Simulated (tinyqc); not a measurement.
Capacitance of parallel on-chip lines from Laplace's equation on a mesh: one step of the calculation.

Cross-section of an endless row of equal lines between two grounded planes; neighbours are driven in antiphase (+1 V and -1 V), so the plane midway between two lines is at 0 V. By symmetry one quarter is solved: x runs from the centre of a line (column 0, mirror) to that midplane (column 4, 0 V), y from the mid-height of the line (row 0, mirror) to the ground plane (row 5, 0 V). The line fills columns 0 to 1 and rows 0 to 2 at 1 V. Cells beside the line (below row 2) have e2, cells above have e1. Each link between nodes has the conductance g = mean permittivity of the two cells beside it (a cell beyond a mirror counts as 0), and the free nodes obey sum g (V_neighbour - V) = 0.

Question. Link conductances. gx[j, i] joins node (row j, column i) to column i + 1, gy[j, i] to row j + 1.

Inputs (values chosen for the exercise):
```
symbol,value,unit,meaning
e1,4.2,,relative permittivity above and below the lines
e2,2.4,,relative permittivity between the lines
```

Give: gx; gy.

Answer.

gx:
```
        col 0   col 1   col 2   col 3
row 0  1.2000  1.2000  1.2000  1.2000
row 1  2.4000  2.4000  2.4000  2.4000
row 2  3.3000  3.3000  3.3000  3.3000
row 3  4.2000  4.2000  4.2000  4.2000
row 4  4.2000  4.2000  4.2000  4.2000
row 5  2.1000  2.1000  2.1000  2.1000
```

gy:
```
        col 0   col 1   col 2   col 3   col 4
row 0  1.2000  2.4000  2.4000  2.4000  1.2000
row 1  1.2000  2.4000  2.4000  2.4000  1.2000
row 2  2.1000  4.2000  4.2000  4.2000  2.1000
row 3  2.1000  4.2000  4.2000  4.2000  2.1000
row 4  2.1000  4.2000  4.2000  4.2000  2.1000
```

tinyqc, about 0.5 s, one thread, Intel Xeon 2.30GHz (shared host): `OMP_NUM_THREADS=1 python tinyqc.py 2790231 2790232 out.jsonl`
